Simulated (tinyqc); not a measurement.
Pump-down curve: gas flow in a process chamber: flow regimes, conductance, effective pumping speed, pump-down, outgassing and purge. Computed by tinyqc, a small Python program. Command: `OMP_NUM_THREADS=1 python tinyqc.py 3120192 3120193 out.jsonl pump walk`. One thread of a shared host (Intel(R) Xeon(R) Processor @ 2.30GHz), about 0.09 s of CPU time with the checks.

Ideal gas, isothermal flow, a pump of constant speed at the end of a round pipe; process gas, volume gas and outgassing are given the same properties. 1 sccm = 101325 Pa x 1e-6 m^3/60 s x T/273.15 K.

Inputs (values chosen for the exercise, modelled on oxygen near room temperature):
```
quantity                     value            unit
molar mass M                    32           g/mol
molecular diameter            0.36              nm
viscosity eta                 20.6   micropascal s
temperature T                  293               K
chamber volume V                 9               L
wall area                      2.9             m^2
pipe diameter d                6.3              cm
pipe length l                   45              cm
pump speed S                   220             L/s
outgassing rate after 1 h  2.1e-06  Pa m^3/(s m^2)
outgassing exponent n         0.75               -
starting pressure p0           140              Pa
```

Constants: k_B = 1.380649e-23 J/K; u = 1.6605390666e-27 kg.

Method:
- Mean speed c = sqrt(8 k_B T/(pi m)); aperture conductance C_a = c pi d^2/16; molecular pipe C_m = C_a/(1 + 3 l/(4 d)) (Dushman form); viscous pipe C_v = pi d^4 p_mean/(128 eta l); Knudsen interpolation C = C_v + C_m (1 + x)/(1 + 1.24 x), x = d p_mean sqrt(m/(k_B T))/eta.
- Effective speed 1/S_eff = 1/S + 1/C_m; time constant V/S_eff; pressure at which the free path k_B T/(sqrt2 pi d_m^2 p) equals d.
- Pump-down: V dp/dt = -S_eff(p) p + q(t) A, with S_eff = S p_2/p, where p_2 solves C((p + p_2)/2) (p - p_2) = S p_2 at each moment, and q(t) = q_1 (1 h/(t + 10 s))^n; integrated adaptively. At long times p = q(t) A/S_eff.
- S_eff(p) is tabulated at 260 pressures and interpolated in ln p. Comparison columns: p0 exp(-t/time constant) with the molecular S_eff (0 below 1e-26 p0), and the outgassing limit.

time constant = 0.207652 s

S_eff in molecular flow = 43.3417 L/s

Pressure against time:
```
t (s)       p (Pa)  S_eff (L/s)  volume gas only (Pa)  outgassing limit (Pa)
0.3     1.7291e+00       64.253            3.3014e+01             1.1358e-02
1       5.9922e-02       42.076            1.1342e+00             1.0812e-02
3       9.7389e-03       42.998            7.4434e-05             9.5385e-03
10      7.0015e-03       43.087            1.7045e-19             6.9050e-03
30      4.1368e-03       43.186                     0             4.1058e-03
100     1.9287e-03       43.268                     0             1.9226e-03
300     8.8508e-04       43.307                     0             8.8393e-04
1000    3.6468e-04       43.327                     0             3.6450e-04
3600    1.4024e-04       43.336                     0             1.4022e-04
20000   3.8817e-05       43.340                     0             3.8815e-05
100000  1.1612e-05       43.341                     0             1.1612e-05
```

From t = 3 s on the pressure is within 20 % of the outgassing limit, which falls only as (t + 10 s)^-0.75: walls, not volume, set the time to base pressure. Early on viscous flow raises S_eff to 64.3 L/s, 1.5 times its molecular value.
